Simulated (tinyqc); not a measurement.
What moves the response: phonon-assisted absorption at an indirect gap.

alpha(E) = sum_j A_j [N_j (E - Eg + w_j)^2 + (N_j + 1)(E - Eg - w_j)^2], each bracket counted only where its base is positive; N_j = 1/(exp(w_j/kB T) - 1). The first term absorbs a phonon and the second emits one; excitons and direct transitions are left out.

Photodiode (Gaertner form with a dead layer): QE = (1 - R) exp(-alpha xj) [1 - exp(-alpha W)/(1 + alpha L)], R = ((nr - 1)/(nr + 1))^2; responsivity = QE/E in A/W for E in eV.

Constants: kB = 8.617333262e-05 eV/K.

Parameters, chosen for this exercise (loosely those of Si at room temperature; Eg is not tied to T; the results hold for these values, not for the real material):
- Eg = 1.127 eV (indirect gap, held fixed unless listed)
- w = (58.2, 19.1) meV (two zone-edge phonons)
- A = (3100, 730) 1/(cm eV^2) (their strengths)
- T = 300 K
- E = 1.272 eV (photon energy)
- nr = 3.6 (refractive index)
- xj = 0.58 micrometre (dead layer at the surface)
- W = 0.78 micrometre (depleted width)
- L = 10 micrometre (minority diffusion length below it)

At the energy E.

Results for these values:
```
case  alpha (1/cm)      QE
base         81.29  0.0549
```

What happens to each result for L = 5 micrometre, all else kept?

Answer: alpha does not change at the printed digits; QE falls from 0.0549 to 0.0306.

The same for each parameter in turn:
```
case                  alpha (1/cm)      QE
base                         81.29  0.0549
Eg = 1.107 eV                110.1  0.0723
T = 350 K                    95.97  0.0639
W = 1.56 micrometre          81.29  0.0588
L = 5 micrometre             81.29  0.0306
xj = 1.16 micrometre         81.29  0.0546
nr = 3.78                    81.29  0.0534
```

tinyqc: `OMP_NUM_THREADS=1 python tinyqc.py 1650623 1650624 out.jsonl`; about 0.01 s, one thread, shared Intel(R) Xeon(R) Processor @ 2.30GHz.
